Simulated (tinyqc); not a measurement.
Coulomb enhancement above the gap: Wannier exciton and Elliott formula.

Inputs chosen for the exercise (out of a larger set: near those of GaAs; not measured data): xs = (0.032, 0.13, 0.46, 2.4, 3.8, 18, 39, 190) ((E - Eg)/Ry*).

Ry* = 4.2230 meV

With x = (E - Eg)/Ry* and y = pi/sqrt(x): S3 = y exp(y)/sinh(y), and S2 = exp(y)/cosh(y). Free-pair absorption goes as sqrt(x) in three dimensions and is constant in two.

Factors:

| x | E - Eg (meV) | sqrt(x) | S3 | S3 sqrt(x) | S2 |
|---|---|---|---|---|---|
| 0.032 | 0.14 | 0.179 | 35.124 | 6.283 | 2.000 |
| 0.13 | 0.55 | 0.361 | 17.426 | 6.283 | 2.000 |
| 0.46 | 1.94 | 0.678 | 9.265 | 6.284 | 2.000 |
| 2.4 | 10.14 | 1.549 | 4.127 | 6.394 | 1.966 |
| 3.8 | 16.05 | 1.949 | 3.357 | 6.544 | 1.923 |
| 18 | 76.01 | 4.243 | 1.917 | 8.133 | 1.629 |
| 39 | 164.70 | 6.245 | 1.586 | 9.905 | 1.465 |
| 1.9e+02 | 802.37 | 13.784 | 1.245 | 17.163 | 1.224 |

In three dimensions the product tends to 2 pi = 6.283 at the edge (6.283 in the first row), so the square-root onset becomes a step. Even 802 meV above the gap the enhancement is 1.25; it decays only as 1 + pi/sqrt(x) = 1.23. In two dimensions it never exceeds 2 and has fallen to 1.22. The last rows lie beyond the range of parabolic bands.

Computed by tinyqc, a small Python program: `OMP_NUM_THREADS=1 python tinyqc.py 1282709 1282710 out.jsonl` (the numbers bound the seed that draws the inputs); one thread of a shared host (Intel(R) Xeon(R) Processor @ 2.30GHz), about 0.01 s for the whole set of steps.
